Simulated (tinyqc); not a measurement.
Comparisons within one model: averaged masses of warped heavy- and light-hole bands. A value that a table varies takes the place of the one given here.

Four-band hole energies E = c k^2 f(u), c = hbar^2/2m0, f = g1 -/+ 2 sqrt(g2^2 + 3 (g3^2 - g2^2) s), s = ux^2 uy^2 + uy^2 uz^2 + uz^2 ux^2 for the unit vector u; minus for heavy, plus for light holes; the mass along u is 1/f.

Grid: n x n midpoints in cos(theta) from 0 to 1 and phi from 0 to pi/2, equal weights. m_d = <f^(-3/2)>^(2/3). Conductivity mass for one scattering time: 1/m_c = <|w|^2 f^(-5/2)>/<f^(-3/2)> with w = grad_k(k^2 f)/(2 k), that is |w|^2 = f^2 + |angular gradient of f|^2/4.

Values chosen for the exercise (out of a larger set: near those of GaAs; not measured data): g1 = 7 (Luttinger gamma1); g2 = 2.06 (gamma2); g3 = 2.93 (gamma3).

## Ways to average over directions

Heavy and light m_d on grids of growing n, against n = 160; also the three-direction rule <F> = (10 F[100] + 16 F[110] + 9 F[111])/35 and the spherical masses 1/(g1 (1 -/+ mu)), mu = (6 g3 + 4 g2)/(5 g1).

Masses (m0):
```
method             heavy   light  error heavy (%)  error light (%)
grid n = 1        0.8597  0.0779            42.88            -5.01
grid n = 2        0.6130  0.0812             1.88            -1.00
grid n = 3        0.6084  0.0816             1.12            -0.47
grid n = 5        0.6036  0.0819             0.32            -0.19
grid n = 10       0.6022  0.0820             0.08            -0.05
grid n = 160      0.6017  0.0820             0.00             0.00
three directions  0.6408  0.0824             6.50             0.47
spherical         0.5447  0.0822            -9.48             0.24
[100] alone       0.3472  0.0899           -42.29             9.65
```

The heavy mass is within 1 % from grid n = 5 on. Three directions err by +6.50 %, the spherical form by -9.48 % and [100] alone by -42.3 %; for light holes the same three err by +0.47, +0.24 and +9.7 %. The power -3/2 weights the heavy directions near [111], which a mean of f misses.

## Cyclotron masses against the field direction

For the central orbit m_cyc is the mean of 1/f(u) over the directions u normal to B (360 points on the circle). B lies in the (1-10) plane at the angle from [001]; 54.7 degrees is [111], 90 is [110].

Masses (m0):
```
angle (degrees)   heavy   light
0.0              0.4828  0.0847
15.0             0.5124  0.0838
30.0             0.5876  0.0818
45.0             0.6480  0.0804
54.7             0.6566  0.0801
70.0             0.6499  0.0807
90.0             0.6447  0.0815
```

The heavy mass is smallest at 0 and largest at 54.7 degrees of the angles listed, a spread of 36 %; the light mass varies by 5.7 %. The orbit normal to [001] has s between 0 and 1/4, the orbit normal to [111] has s = 1/4 all round, which gives 1/(g1 - sqrt(g2^2 + 3 g3^2)) = 0.6566. This is the classical limit; low Landau levels of holes depart from it.

## Several materials

The inputs are values chosen for the exercise; n = 40; delta = (g3 - g2)/g1.

Results:
```
case            g1    g2    g3  m_d heavy  m_c heavy  m_d light  delta
A near InP    5.07  1.61  2.09      0.835      0.712     0.1126  0.095
B near Ge    13.35  4.22  5.72      0.355      0.276     0.0423  0.112
C near InAs  19.93  8.49  9.23      0.508      0.439     0.0265  0.037
D near Si     4.31  0.34  1.45      0.513      0.410     0.1544  0.258
E near AlAs   3.74  0.82  1.41      0.789      0.651     0.1634  0.158
F near GaSb  13.33  4.68  6.04      0.490      0.343     0.0411  0.102
```

Heavy masses span a factor of 2.4 and light ones 6.2: the coupling to the conduction band adds to g1, 2 g2 and 2 g3 alike, so it cancels for heavy holes and doubles for light ones. The ratio m_c/m_d of the heavy holes is lowest for F (0.70); delta is largest for D; the heavy band feels the warping rather through (g3 - g2)/(g1 - 2 g3), which runs from 0.50 to 1.09 here and is 1.09 for the case with the lowest ratio.

## What each parameter does

n = 40. Each row changes one parameter from the base and keeps the others.

Results:
```
case        m_d heavy (m0)  m_c heavy (m0)  m_d light (m0)  m_c light (m0)
base                0.6017          0.4724          0.0820          0.0815
g1 = 7.21           0.5308          0.4355          0.0806          0.0801
g2 = 1.998          0.5918          0.4558          0.0823          0.0817
g3 = 2.842          0.5542          0.4633          0.0828          0.0823
```

The largest shifts from the base row, up to three for each result and ties (the steps differ in size, so this ranks the rows, not the parameters). m_d heavy (m0): g1 -0.0709, g3 -0.0475, g2 -0.0099. m_c heavy (m0): g1 -0.0368, g2 -0.0166, g3 -0.0091. m_d light (m0): g1 -0.0014, g3 +0.0008, g2 +0.0003. m_c light (m0): g1 -0.0014, g3 +0.0008, g2 +0.0002.

tinyqc: `OMP_NUM_THREADS=1 python tinyqc.py 1080515 1080516 out.jsonl`; about 0.02 s, one thread, shared Intel(R) Xeon(R) Processor @ 2.30GHz.
